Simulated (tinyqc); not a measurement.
Exchange splitting: exchange-split free-electron bands and tunnelling magnetoresistance.

Majority and minority bands E = c k^2/m -/+ Dx/2, c = hbar^2/2m0, so k_up = sqrt(m (EF + Dx/2)/c), k_dn = sqrt(m (EF - Dx/2)/c); n_s = k_s^3/(6 pi^2), D_s = m k_s/(4 pi^2 c).

Barrier: kappa = sqrt(mb phi/c), c = hbar^2/2m0. With a = k1/m, b = k2/m, w = kappa/mb, the transmission at normal incidence is T(k1, k2) = 4 a b w^2/[w^2 (a + b)^2 + (w^2 + a^2)(w^2 + b^2) sinh^2(kappa d)]. Parallel: G_P = T(up, up) + T(dn, dn); antiparallel: G_AP = 2 T(up, dn); TMR = (G_P - G_AP)/G_AP. Julliere: TMR = 2 P^2/(1 - P^2). Slonczewski factor: P_eff = P_k (w^2 - a_up a_dn)/(w^2 + a_up a_dn), P_k = (k_up - k_dn)/(k_up + k_dn).

Constants: hbar^2/2m0 = 3.80998211 eV angstrom^2.

Parameters, chosen for this exercise:
- EF = 3.49 eV (Fermi energy above the mean band bottom)
- m = 0.89 m0 (mass in the electrodes)
- phi = 2.41 eV (barrier height above EF)
- mb = 0.4 m0 (mass in the barrier)
- d = 12.5 angstrom (barrier thickness)

Dx takes the listed multiples of 2 EF.

Results:

| Dx/(2 EF) | k_up | k_dn | P_k | P_eff | TMR (%) |
|---|---|---|---|---|---|
| 0.10 | 0.9470 | 0.8566 | 0.0501 | 0.0107 | 0.02 |
| 0.20 | 0.9891 | 0.8076 | 0.1010 | 0.0223 | 0.10 |
| 0.35 | 1.0491 | 0.7280 | 0.1807 | 0.0438 | 0.38 |
| 0.50 | 1.1058 | 0.6385 | 0.2679 | 0.0748 | 1.12 |
| 0.65 | 1.1598 | 0.5342 | 0.3693 | 0.1249 | 3.17 |
| 0.80 | 1.2114 | 0.4038 | 0.5000 | 0.2192 | 10.09 |
| 0.90 | 1.2446 | 0.2855 | 0.6268 | 0.3497 | 27.87 |
| 0.97 | 1.2673 | 0.1564 | 0.7803 | 0.5671 | 94.82 |

P_k rises from 0.050 to 0.780, and TMR goes from 0.02 % to 94.8 %, steadily. At Dx = 2 EF the minority band is empty (a half metal) and G_AP vanishes.

tinyqc: `OMP_NUM_THREADS=1 python tinyqc.py 1652592 1652593 out.jsonl`; about 0.01 s, one thread, shared Intel(R) Xeon(R) Processor @ 2.30GHz.
